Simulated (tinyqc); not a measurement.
Worked calculation: Hubbard chain of 3 sites. One step of it, computed by the program tinyqc.

Problem. Mean-field iteration 2. H(up) = T + U n(down), H(down) = T + U n(up); fill the lowest levels; n(new) = n + mixing (n(out) - n); E = tr T (rho up + rho down) + U sum n_up n_down of the output.

one-body matrix (hopping and site energies) (eV):
```
           1          2          3
1   0.480000  -1.650000   0.000000
2  -1.650000   0.280000  -1.650000
3   0.000000  -1.650000  -0.790000
```

U = 1.300000 eV

electrons, up and down: 1  1

mixing = 1

n(up) after iteration 1: 1 0.138113, 2 0.415458, 3 0.446428

n(down) after iteration 1: 1 0.138113, 2 0.415458, 3 0.446428

Give: levels, up; levels, down; energy; n(up) after iteration 2; n(down) after iteration 2.

Solution.

levels, up (eV): -1.8808  0.2449  2.9059

levels, down (eV): -1.8808  0.2449  2.9059

energy = -4.2659 eV

n(up) after iteration 2: 1 0.1760, 2 0.4172, 3 0.4067

n(down) after iteration 2: 1 0.1760, 2 0.4172, 3 0.4067
